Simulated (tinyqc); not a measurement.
Froehlich polaron in a polar crystal: one step, computed by the program tinyqc. Command: `OMP_NUM_THREADS=1 python tinyqc.py 3028418 3028419 out.jsonl frohlich walk`. One thread of a shared host (Intel(R) Xeon(R) Processor @ 2.30GHz), about 0.06 s of CPU time with the checks.

One electron in a parabolic band of mass m*, coupled to dispersionless LO phonons in the continuum model. Energies are in units of hbar omega unless marked, wave numbers in k_0 = sqrt(2 m* omega/hbar).

Question. Feynman's energy at a trial point. Feynman's bound: E(v, w) = 3 (v - w)^2/(4 v) - (alpha v/sqrt(pi)) int_0^infinity e^-u D(u)^(-1/2) du, D = w^2 u + ((v^2 - w^2)/v)(1 - e^(-v u)); integrals by 80 Gauss-Legendre points in s from 0 to 1 with u = 40 s^2.

Inputs (values chosen for the exercise, modelled on cadmium telluride): trial v = 4.2; trial w = 2.9.

coupling constant alpha = 0.3378151

Give: first term; E(v, w).

Answer.

first term = 0.3018 hbar omega

E(v, w) = -0.08294 hbar omega
